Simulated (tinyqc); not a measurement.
# Changing the total ligand c_L

Model: potential-pH (Pourbaix) lines of a metal, its cation, its oxide and an oxyanion, with a complexing ligand. Computed by tinyqc, a small Python program. Command: `OMP_NUM_THREADS=1 python tinyqc.py 3022540 3022541 out.jsonl pourb sweep`. One thread of a shared host (Intel(R) Xeon(R) Processor @ 2.30GHz), about 0.02 s of CPU time with the checks.

Potentials are against the standard hydrogen electrode; solids and water have unit activity; dG_f of M, H+ and the electron is zero; F = e N_A and s = R T ln(10)/F. The cation carries z = 3.

Inputs (values chosen for the exercise, for a model metal): dG_f of the cation = -439.3 kJ/mol; dG_f of the oxide = -1569.8 kJ/mol; dG_f of the oxyanion = -826.89 kJ/mol; dG_f of water = -237.14 kJ/mol; temperature T = 298.15 K; log10 of the dissolved activity a = -6; pH = 12; potential E = 0.17 V; log10 of the stability constant beta of ML = 14; pKa of HL = 9.1; limiting current density i_L = 0.00031 A/cm^2; molar volume V_m = 10 cm^3/mol.

Species: M, M3+, M2O3, MO2(-).

exchange current densities, metal and cathodic (A/cm^2): [6.4e-07, 4.8e-12]

Tafel slopes, anodic and cathodic (mV/decade): [45, 145]

Constants: R = 8.314462618 J/(mol K); e = 1.602176634e-19 C; N_A = 6.02214076e+23 1/mol.

Method:
- M3+ + 3e = M; (1/2) M2O3 + 3H+ + 3e = M + (3/2) H2O; MO2(-) + 4H+ + 3e = M + 2H2O. For each, E0 = -dG/(z F), and E = E0 + (s/z) log10 a - (s n_H/z) pH, with no activity term for the oxide.
- The metal is stable below the lowest of the three lines; above it, the species of the lowest line is stable. Water lines at 1 bar: hydrogen E = -s pH, oxygen E = -dG_f(water)/(2F) - s pH.
- The free ligand is c_L/(1 + 10^(pKa - pH)) (ligand in excess); dissolved metal is a in all, so the free cation is a/alpha, alpha = 1 + beta [L]; the cation line drops by (s/z) log10 alpha.
- Anodic i = i0a 10^((E - E_a)/b_a) with E_a the cation line with ligand; cathodic i = i0c 10^((E_c - E)/b_c) with E_c the oxygen line; supply caps the cathodic current, 1/i_c = 1/i(Tafel) + 1/i_L. E_corr makes the two currents equal. Without the cap it would be [b_c E_a + b_a E_c + b_a b_c log10(i0c/i0a)]/(b_a + b_c). Rate = i V_m/(z F). Films are left out.

One run for each value; columns: (1) total ligand c_L (mol/L); (2) log10 alpha; (3) cation line with ligand (V); (4) etch rate (nm/min); (5) that line less the oxide line (V):
```
(1)          (2)      (3)     (4)      (5)
1.00e-05   8.999  -1.8135  6.4258  0.37920
4.00e-05   9.602  -1.8253  6.4258  0.36733
2.00e-04  10.300  -1.8391  6.4258  0.35354
7.00e-04  10.845  -1.8498  6.4258  0.34281
3.00e-03  11.477  -1.8623  6.4258  0.33035
1.00e-02  11.999  -1.8726  6.4258  0.32004
6.00e-02  12.778  -1.8880  6.4258  0.30469
2.00e-01  13.300  -1.8983  6.4258  0.29438
1.00e+00  13.999  -1.9121  6.4258  0.28060
```

Over the rows, log10 alpha rises from 9.00 to 14.0; cation line with ligand (V) falls from -1.81 to -1.91; etch rate (nm/min) does not change. Once beta [L] exceeds 1, each decade of ligand lowers the cation line by s/z; the etch rate changes by less than 20 % over the rows.

Caution (all rows): other oxidation states, hydroxides and hydrides are left out, and the lines say nothing of rates. Caution (all rows): at this pH the oxyanion, not the cation, is the stable product, so this anodic line is not the one that acts. Caution (all rows): E_corr lies below the hydrogen line, so hydrogen evolution, left out here, adds cathodic current.
